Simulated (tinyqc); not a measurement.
Critical temperature from a phonon spectrum: McMillan, Allen-Dynes and the linearised Eliashberg equation: one step, computed by the program tinyqc.

alpha^2 F(omega) = sum_i (lambda_i omega_i/2) delta(omega - omega_i), so that lambda = 2 int alpha^2 F/omega d omega = sum_i lambda_i.

Question. McMillan and Allen-Dynes. McMillan form: k_B T_c = (omega_log/1.2) exp[-1.04 (1 + lambda)/(lambda - mu* (1 + 0.62 lambda))]. Allen-Dynes multiplies it by f1 f2: f1 = [1 + (lambda/L1)^(3/2)]^(1/3), L1 = 2.46 (1 + 3.8 mu*); f2 = 1 + (omega_rms/omega_log - 1) lambda^2/(lambda^2 + L2^2), L2 = 1.82 (1 + 6.3 mu*) omega_rms/omega_log.

Inputs (values chosen for the exercise, for a model metal): Coulomb pseudopotential mu* = 0.13.

Peaks in alpha^2 F: one.

lambda = 0.711

omega_rms = 12.7 meV

omega_log = 12.7 meV

Constants: k_B = 8.617333262e-05 eV/K.

Give: T_c, McMillan form; f1; f2; T_c, Allen-Dynes.

Answer.

T_c, McMillan form = 4.1075 K

f1 = 1.0276

f2 = 1

T_c, Allen-Dynes = 4.2208 K

The two corrections raise T_c by 2.8 %.
